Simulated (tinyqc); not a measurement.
Worked calculation: Hubbard chain of 6 sites. One step of it, computed by the program tinyqc.

Problem. Mean-field iteration 2. H(up) = T + U n(down), H(down) = T + U n(up); fill the lowest levels; n(new) = n + mixing (n(out) - n); E = tr T (rho up + rho down) + U sum n_up n_down of the output.

one-body matrix (hopping and site energies) (eV), order 1, 2, 3, 4, 5, 6:
$$\begin{pmatrix}
0.000000 & -0.540000 & 0.000000 & 0.000000 & 0.000000 & 0.000000 \\
-0.540000 & 0.000000 & -0.540000 & 0.000000 & 0.000000 & 0.000000 \\
0.000000 & -0.540000 & 0.000000 & -0.540000 & 0.000000 & 0.000000 \\
0.000000 & 0.000000 & -0.540000 & 0.000000 & -0.540000 & 0.000000 \\
0.000000 & 0.000000 & 0.000000 & -0.540000 & 0.000000 & -0.540000 \\
0.000000 & 0.000000 & 0.000000 & 0.000000 & -0.540000 & 0.000000
\end{pmatrix}$$

U = 3.600000 eV

electrons, up and down: [5, 3]

mixing = 1

n(up) after iteration 1: 1 0.946213, 2 0.825354, 3 0.728433, 4 0.728433, 5 0.825354, 6 0.946213

n(down) after iteration 1: 1 0.500000, 2 0.500000, 3 0.500000, 4 0.500000, 5 0.500000, 6 0.500000

Give: levels, up; levels, down; energy; n(up) after iteration 2; n(down) after iteration 2.

Solution.

levels, up (eV): [0.8270, 1.1266, 1.5597, 2.0403, 2.4734, 2.7730]

levels, down (eV): [1.7908, 2.3419, 2.8405, 3.2766, 3.8287, 3.9215]

energy = 6.0002 eV

n(up) after iteration 2: 1 0.9462, 2 0.8254, 3 0.7284, 4 0.7284, 5 0.8254, 6 0.9462

n(down) after iteration 2: 1 0.2767, 2 0.6126, 3 0.6106, 4 0.6106, 5 0.6126, 6 0.2767
